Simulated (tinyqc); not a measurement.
Delta-doped layer in the Thomas-Fermi potential: sweeps and comparisons. A value that a table varies takes the place of the one given here.

All donors ionised in the plane z = 0, zero temperature, energies from the Fermi level EF of the Thomas-Fermi model, which lies at the bulk band edge; c = hbar^2/2m0, q = e^2/(4 pi eps0). Layer in a (001) plane: two valleys with m_z = ml, m_d = mt (unprimed) and four with m_z = mt, m_d = sqrt(ml mt) (primed); m3 = (ml mt^2)^(1/3), gv = 6. With n = (gv/3 pi^2)(m3 (-V)/c)^(3/2) and V'' = -(4 pi q/eps) n for z > 0, the solution is V = -b/(|z| + z0)^4 with sqrt(b) = 20/K, K = (4 pi q/eps)(gv/3 pi^2)(m3/c)^(3/2), and z0^5 = 4b/(e F0), e F0 = 2 pi q N/eps; 1e13/cm^2 = 1e-3/angstrom^2. Exchange and correlation are left out.

Subbands solve -(c/m_z) psi'' + V psi = E psi on 1280 points of spacing z0/80; up to ten levels for each group, kept if bound with an rms width below 2.5 z0.

Constants: hbar^2/2m0 = 3.80998211 eV angstrom^2; e^2/(4 pi eps0) = 14.39964547 eV angstrom.

Inputs chosen for the exercise (near those of a delta-doped layer in Si; shifted at random, so the results belong to these values and not to a real crystal):

| symbol | value | unit | meaning |
|---|---|---|---|
| ml | 0.93 | m0 | longitudinal mass |
| mt | 0.193 | m0 | transverse mass |
| eps | 11.7 |  | dielectric constant |
| Nl | (0.87, 1.7, 3.5, 6.1, 10, 17, 28) | x 1e13/cm^2 | sheet densities |
| N | 8.7 | x 1e13/cm^2 | donor sheet density |

## Doping density

The well, the lowest level and the filling anew; at zero temperature n_i = g m_d (mu - E_i)/(2 pi c), with mu fixed by sum n_i = N.

Results:

| N (1e13/cm^2) | z0 (angstrom) | depth (eV) | lowest (eV) | next - lowest (eV) | occupied | share of lowest (%) |
|---|---|---|---|---|---|---|
| 0.87 | 32.9 | 0.0554 | -0.0188 | 0.0098 | 2 | 33.3 |
| 1.7 | 28.8 | 0.0946 | -0.0352 | 0.0173 | 2 | 31.9 |
| 3.5 | 24.9 | 0.1686 | -0.0688 | 0.0317 | 3 | 30.2 |
| 6.1 | 22.3 | 0.2630 | -0.1145 | 0.0501 | 3 | 28.9 |
| 10 | 20.2 | 0.3905 | -0.1794 | 0.0749 | 3 | 27.8 |
| 17 | 18.2 | 0.5970 | -0.2895 | 0.1147 | 4 | 26.6 |
| 28 | 16.4 | 0.8899 | -0.4524 | 0.1704 | 4 | 25.4 |

What does this show, and why?

The depth grows as N^(4/5) and z0 shrinks as N^(-1/5): factors 16.1 and 2.00 for 32 times the doping. The lowest level deepens faster, with exponent 0.92, since the zero-point energy takes a smaller share of a deeper well (66 % falling to 49 %). The number of occupied subbands is 2 in the first row and 4 in the last. Depths beyond about 0.5 eV stretch parabolic valleys past their range. Up to N = 0.87 the donor spacing exceeds 1.5 Bohr radii (one radius, a0 eps/m with the density-of-states mass, is 19 angstrom), where a uniform sheet is a crude picture of discrete donors (beyond about three radii electrons stay on single donors).

## What each parameter does

z0, depth, lowest level and its rms width. Each row changes one parameter from the base and keeps the others.

Results:

| case | z0 (angstrom) | depth (eV) | lowest (eV) | rms z (angstrom) |
|---|---|---|---|---|
| base | 20.77 | 0.3493 | -0.1582 | 5.19 |
| N = 5.22 x 1e13/cm^2 | 23.00 | 0.2322 | -0.0993 | 6.36 |
| eps = 10.5 | 19.46 | 0.3648 | -0.1613 | 5.07 |
| ml = 1.069 m0 | 20.20 | 0.3397 | -0.1561 | 4.91 |
| mt = 0.164 m0 | 22.17 | 0.3728 | -0.1776 | 5.04 |

How do the results move?

The largest shifts from the base row, up to three for each result and ties (the steps differ in size, so this ranks the rows, not the parameters). z0 (angstrom): N +2.23, mt +1.40, eps -1.31. depth (eV): N -0.1172, mt +0.0235, eps +0.0155. lowest (eV): N +0.0588, mt -0.0194, eps -0.0032. rms z (angstrom): N +1.17, ml -0.28, mt -0.15.

tinyqc: `OMP_NUM_THREADS=1 python tinyqc.py 1250158 1250159 out.jsonl`; about 0.1 s, one thread, shared Intel(R) Xeon(R) Processor @ 2.30GHz.
